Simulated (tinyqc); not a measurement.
# Coupling and phonon occupation from the scattering functions

Inverse problem. A level coupled to a phonon of energy w0 has, in the self-consistent Born approximation, Sin(E) = M^2 [(Nq + 1) Gn(E + w0) + Nq Gn(E - w0)], Sout(E) = M^2 [(Nq + 1) Gp(E - w0) + Nq Gp(E + w0)]. Find M, Nq and, from Nq = 1/(exp(w0/kB T) - 1), the phonon temperature.

Inputs (values chosen for the exercise):
- w0 = 20 meV (phonon energy)

Constants: q = 1.602176634e-19 C, kB = 1.380649e-23 J/K. Results are converted to the units shown.

Gn at E - w0 and E + w0 (1/meV): [0.026886297, 8.8132660e-4]
Gp at E - w0 and E + w0 (1/meV): [0.044527560, 0.0059210409]
Sin and Sout at E (meV): [1.2785042, 4.5481062]

Solution. Both equations are linear in M^2 and M^2 Nq.

M = 7.200 meV
Nq = 0.8564
T = 300.0 K

Computed by the program tinyqc: `OMP_NUM_THREADS=1 python tinyqc.py 2720132 2720133 out.jsonl`, one thread of a shared Intel Xeon 2.30GHz, about 0.2 s for the whole run.
